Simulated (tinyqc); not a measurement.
Permeation of metal atoms or ions through a thin barrier or dielectric: time lag, field-aided drift and lifetime: one step, computed by the program tinyqc.

The film 0 < x < d is empty at first; C = C0 at x = 0 and C = 0 at x = d. dC/dt = D d2C/dx2 - v dC/dx with drift v = D z e V/(k_B T d) (uniform field, no space charge).

Question. Scales. D = D0 exp(-E/(k_B T)); time scale d^2/D; Peclet number P = z V/(k_B T), k_B T in eV; 1 nm = 1e-7 cm. Temperatures in kelvin are T(C) + 273.15.

Inputs (values chosen for the exercise, for a model case: singly charged ions through a dielectric):
```
quantity                                   value    unit
thickness d                                   34      nm
prefactor D0                             6.7e-07  cm^2/s
activation energy E                        0.716      eV
charge number z                                1       -
voltage V (positive drives ions across)      0.1       V
test temperature T                           150       C
```

Constants: k_B = 8.617333262e-05 eV/K.

Give: diffusivity D; time scale d^2/D; Peclet number P.

Answer.

diffusivity D = 1.988e-15 cm^2/s

time scale d^2/D = 5815 s

Peclet number P = 2.742
